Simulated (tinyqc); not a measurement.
p-i-n power rectifier, conductivity modulation at high injection: two steps of the calculation.

A drift layer from x = -d to d (2 d = W) between ideal p+ and n+ emitters (no recombination in them). High injection, n = p, ambipolar diffusion with one lifetime; both mobilities scale as (T/300 K)^(-bt).

Values chosen for this exercise; bulk values close to those of 4H silicon carbide:
- T = 400 K (temperature)
- mud = 779 cm^2/(V s) (drift mobility at 300 K)
- bt = 2 (temperature exponent of the drift mobility)
- mup = 104 cm^2/(V s) (hole mobility at 300 K)
- Eg = 3.18 eV (band gap)
- Nc = 2.62e19 cm^-3 (conduction-band density of states at T)
- Nv = 3.85e19 cm^-3 (valence-band density of states at T)
- J = 50 A/cm^2 (forward current density)
- tau = 1.7e-6 s (high-level lifetime)

Constants: q = 1.602176634e-19 C, kB = 1.380649e-23 J/K, Vt = kB T/q. Results are converted to the units shown.

Task 1. Carrier profile. Da = 2 mun mup Vt/(mun + mup), La = sqrt(Da tau), B = (mun - mup)/(mun + mup) with mun = mud (T/300 K)^(-bt), mup likewise; n(x) = (tau J/(2 q La)) [cosh(x/La)/sinh(d/La) - B sinh(x/La)/cosh(d/La)]. 10 equal steps.

W = 33.618951 um

Wanted: Da; La; B; x; n.

Result 1.

Da = 3.5579 cm^2/s
La = 24.594 um
B = 0.76444

```
point   x (um)  n (cm^-3)
0      -16.809  2.3061e17
1      -13.448  2.0667e17
2      -10.086  1.8660e17
3       -6.724  1.7002e17
4       -3.362  1.5662e17
5        0.000  1.4616e17
6        3.362  1.3843e17
7        6.724  1.3329e17
8       10.086  1.3065e17
9       13.448  1.3045e17
10      16.809  1.3269e17
```

d/La = 0.683.

Task 2. Forward voltage and stored charge. Ohmic drop: integral of J/(q (mun + mup) n); diffusion (Dember) drop Vt B ln(n(-d)/n(d)); both junctions together Vt ln(n(-d) n(d)/ni^2), ni = sqrt(Nc Nv) exp(-Eg/(2 Vt)), Eg in volts; V_F = the sum; stored charge q times the integral of n. Trapezoid rule; mun and mup scale as (T/300 K)^(-bt).

```
point      x (um)     n (cm^-3)
0      -16.809476  2.3060545e17
1      -13.447580  2.0666723e17
2      -10.085685  1.8659687e17
3       -6.723790  1.7001875e17
4       -3.361895  1.5662261e17
5        0.000000  1.4615773e17
6        3.361895  1.3842826e17
7        6.723790  1.3328954e17
8       10.085685  1.3064538e17
9       13.447580  1.3044631e17
10      16.809476  1.3268861e17
```

B = 0.76443941

Find: ohmic drop; diffusion drop; junction drops; V_F; stored charge.

Result 2.

ohmic drop = 0.01379 V
diffusion drop = 0.01456 V
junction drops = 2.821 V
V_F = 2.850 V
stored charge = 85.13 uC/cm^2

Program tinyqc, `OMP_NUM_THREADS=1 python tinyqc.py 2230032 2230033 out.jsonl`; Intel Xeon 2.30GHz, shared host, one thread, about 0.01 s.
